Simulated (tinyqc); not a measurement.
Where the concentration falls to given levels: concentration-dependent dopant diffusion with charged defects and the built-in field. Computed by tinyqc, a small Python program. Command: `OMP_NUM_THREADS=1 python tinyqc.py 3016652 3016653 out.jsonl extrinsic walk`. One thread of a shared host (Intel(R) Xeon(R) Processor @ 2.30GHz), about 0.1 s of CPU time with the checks.

A constant source C_s feeds a half space. The dopant moves through neutral point defects and through charged ones, whose number grows with the majority carrier density n.

Inputs (values chosen for the exercise, modelled on arsenic in silicon):
```
quantity                       value    unit
neutral prefactor D0x         0.0108  cm^2/s
neutral activation energy E0    3.46      eV
singly charged prefactor D01    32.2  cm^2/s
activation energy E1            4.16      eV
surface concentration C_s      1e+20  1/cm^3
temperature T                   1075       C
time t                           770       s
```

Field enhancement: on.

Constants: k_B = 8.617333262e-05 eV/K.

Method:
- n_i = 3.87e16 T^1.5 exp(-7014/T) per cm^3 (T in kelvin, an empirical form); each D = prefactor x exp(-E/(k_B T)); the intrinsic diffusivity D_i is their sum.
- Temperatures in kelvin are T(C) + 273.15.
- n = C/2 + sqrt(C^2/4 + n_i^2); D(C) = h [Dx + D1 (n/n_i)], h = 1 + C/sqrt(C^2 + 4 n_i^2).
- With y = x/sqrt(D_s t), u = C/C_s and q = -(D/D_s) du/dy: du/dy = -q D_s/D, dq/dy = -(y/2) q D_s/D, u(0) = 1. The surface flux q(0) is shot so that u tends to 0 (LSODA, an adaptive multistep solver, relative tolerance 1e-10). Dose Q = 2 q(0) C_s sqrt(D_s t).
- For comparison, erfc profiles with a constant D: x = 2 sqrt(D t) erfc^-1(C/C_s), with D = D_i and D = D_s.

partial diffusivities (cm^2/s): Dx 1.25584e-15, D1 9.04819e-15

n_i = 1.05395e+19 1/cm^3

surface diffusivity D_s = 1.74205e-13 cm^2/s

intrinsic diffusivity D_i = 1.03040e-14 cm^2/s

Depth (nm):
```
C/C_s       D/D_s    full  erfc with D_i  erfc with D_s
8.00e-01  0.80290   47.45          10.09          41.50
5.00e-01  0.50749  106.85          26.87         110.48
2.00e-01  0.21625  157.89          51.05         209.91
1.00e-01  0.12763  174.85          65.52         269.41
3.00e-02  0.07651  190.90          86.45         355.44
1.00e-02  0.06459  200.92         102.61         421.90
1.00e-03  0.05968  218.36         131.08         538.96
1.00e-04  0.05920  234.10         154.98         637.25
```

What does the comparison show, and why?

The depth between C/C_s = 0.1 and 1e-4 spans 59.3 nm in the full profile, against 89.5 nm for D_i and 368 nm for D_s; the ratio of the depths at 1e-4 and at 0.5 is 2.19, against 5.77 for any erfc. The profile is box-like: fast diffusion in the heavily doped part feeds a front that moves slowly where D drops to D_i. Caution: at such a C_s dopants can cluster or exceed their solubility, which the model leaves out.
